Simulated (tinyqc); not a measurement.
Changing the HCl added: speciation in dilute and buffered hydrofluoric acid, oxide etch rate and bath loading. Computed by tinyqc, a small Python program. Command: `OMP_NUM_THREADS=1 python tinyqc.py 3120996 3120997 out.jsonl hfetch sweep`. One thread of a shared host (Intel(R) Xeon(R) Processor @ 2.30GHz), about 0.01 s of CPU time with the checks.

Concentrations stand for activities, NH4+ and Cl- are spectators, and water ionisation is neglected. H, F and HF2 denote the ions H+, F- and HF2-. The base temperature is 298 K.

Inputs (values chosen for the exercise, of the order of those for thermal oxide at room temperature):

| quantity | value | unit |
|---|---|---|
| HF added | 0.35 | mol/L |
| NH4F added | 0.74 | mol/L |
| K1 = [H][F]/[HF] | 0.000722 | mol/L |
| K2 = [HF2]/([HF][F]) | 4.08 | L/mol |
| K3 = [H2F2]/[HF]^2 | 2.9 | L/mol |
| rate constant of neutral HF k_a | 8.3 | nm L/(min mol) |
| rate constant of HF2 k_b | 46 | nm L/(min mol) |
| activation energy | 0.37 | eV |
| temperature error | 0.9 | K |
| oxide removed per wafer | 28 | nm |

Constants: k_B = 8.617333262e-05 eV/K.

Method:
- Fluoride balance: [HF] + [F] + 2 [HF2] + 2 [H2F2] = HF added + NH4F added. Acid balance: [H] + [HF] + [HF2] + 2 [H2F2] = HF added + HCl added. For a trial [H], [HF] = [H][F]/K1, and the fluoride balance is a quadratic in [F].
- The root is refined to 1e-13 in pH = -log10 [H].
- Rate = k_a ([HF] + 2 [H2F2]) + k_b [HF2], an empirical two-term form.
- Time = oxide/rate; a temperature error changes the rate by exp((E_a/k_B)(1/298 - 1/(298 + error))) - 1.

One run for each value:

| HCl added (mol/L) | etch rate (nm/min) | pH | [HF2] (mol/L) | share of HF2 in the rate (%) |
|---|---|---|---|---|
| 0.001 | 10.648 | 3.8949 | 2.0521e-01 | 8.8646e+01 |
| 0.0026 | 10.678 | 3.8907 | 2.0564e-01 | 8.8586e+01 |
| 0.0067 | 10.753 | 3.8799 | 2.0671e-01 | 8.8433e+01 |
| 0.017 | 10.934 | 3.8531 | 2.0927e-01 | 8.8037e+01 |
| 0.045 | 11.386 | 3.7821 | 2.1509e-01 | 8.6897e+01 |
| 0.12 | 12.299 | 3.6027 | 2.2282e-01 | 8.3336e+01 |
| 0.3 | 12.955 | 3.2098 | 2.0068e-01 | 7.1253e+01 |
| 0.77 | 9.242 | 1.3563 | 8.2631e-03 | 4.1128e+00 |
| 2 | 9.054 | -0.1005 | 2.9557e-04 | 1.5017e-01 |

Over the rows, etch rate (nm/min) goes from 10.6 through a maximum among these rows, 13.0 at 0.300, to 9.05; pH falls from 3.89 to -0.101; [HF2] (mol/L) goes from 0.205 through a maximum among these rows, 0.223 at 0.120, to 2.96e-4. Added acid turns F and HF2 into neutral HF, the slower species in this rate law.

Caution (all rows): at ionic strengths above about 0.5 mol/L activities differ much from concentrations, so pH and rates are only indicative.

Extremes, crossings and ranges named in words are read from the listed rows.
